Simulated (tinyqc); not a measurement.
Resistance of a source-drain extension with a graded tip: abruptness at a fixed junction position.

y runs along the channel, the gate covers y > 0. The doping is N0 for y < y0 and N0 10^(-(y - y0)/la) beyond, uniform over the depth xj. Sheet conductance s(y) = q mu(N) max(N - Nch, 0) xj + (for y > 0) ma Cox Vo, with mu(N) = u0 + (u1 - u0)/(1 + (N/Nr)^au) and Cox = eps0 eox/tox. Current is taken as one-dimensional; depletion of the tip, spreading and the contact are left out. The metallurgical junction lies at yj, where N = Nch.

R_spacer = integral of dy/s from -Ls to 0, R_ov from 0 to yj, R_channel = (Lg - 2 yj)/(ma Cox Vo), R_total = 2 R_spacer + 2 R_ov + R_channel. Electrical length L_eff = ma Cox dR_total/d(1/Vo); R_series = R_total - L_eff/(ma Cox Vo). y0 is moved with la so that yj stays at 9.4381 nm.

Values chosen for this exercise; mobility law close to that of holes in silicon: relative permittivity of the gate insulator (close to zirconium oxide) eox = 25.4; insulator thickness tox = 5.7 nm; active doping of the extension far from the gate N0 = 1.8e20 cm^-3; depth of the extension xj = 7 nm; channel doping Nch = 1.3e18 cm^-3; spacer length Ls = 10 nm; gate overdrive Vo = 0.59 V; mobility of the gate-induced layer ma = 84 cm^2/(V s); mobility at low doping u1 = 470.5 cm^2/(V s); mobility at high doping u0 = 44.9 cm^2/(V s); reference doping Nr = 2.23e17 cm^-3; exponent au = 0.719; gate length Lg = 40 nm.

Constants: q = 1.602176634e-19 C, eps0 = 8.8541878128e-14 F/cm where lengths are in cm. Results are converted to the units shown.

The same in every row: yj (nm) = 9.438; R_channel (ohm um) = 108.0.

Abruptness at a fixed junction position:

| la (nm/decade) | R_spacer (ohm um) | R_ov (ohm um) | R_total (ohm um) | L_eff (nm) | R_series (ohm um) |
|---|---|---|---|---|---|
| 1 | 10.32 | 13.11 | 154.9 | 23.49 | 34.76 |
| 2 | 10.32 | 18.11 | 164.9 | 25.33 | 35.38 |
| 3 | 10.32 | 23.11 | 174.9 | 27.16 | 36.00 |
| 4.1 | 10.32 | 28.61 | 185.9 | 29.18 | 36.68 |
| 5.1 | 10.93 | 33.22 | 196.3 | 30.95 | 38.05 |
| 6.1 | 14.21 | 36.46 | 209.4 | 32.43 | 43.53 |
| 7.1 | 20.52 | 38.67 | 226.4 | 33.57 | 54.69 |
| 8.1 | 29.80 | 40.21 | 248.0 | 34.45 | 71.87 |

As la goes from 1 to 8.1 nm/decade, R_total rises from 155 to 248 ohm um, R_spacer rises from 10.3 to 29.8 ohm um and R_ov rises from 13.1 to 40.2 ohm um. R_total changes on average by 13.1 ohm um for each nm/decade. L_eff exceeds the metallurgical length by 2.37 nm in the first row and 13.3 nm in the last, since the gate also controls the lightly doped tips.

Computed by the program tinyqc: `OMP_NUM_THREADS=1 python tinyqc.py 2282137 2282138 out.jsonl`, one thread of a shared Intel Xeon 2.30GHz, about 0.03 s for the whole run.
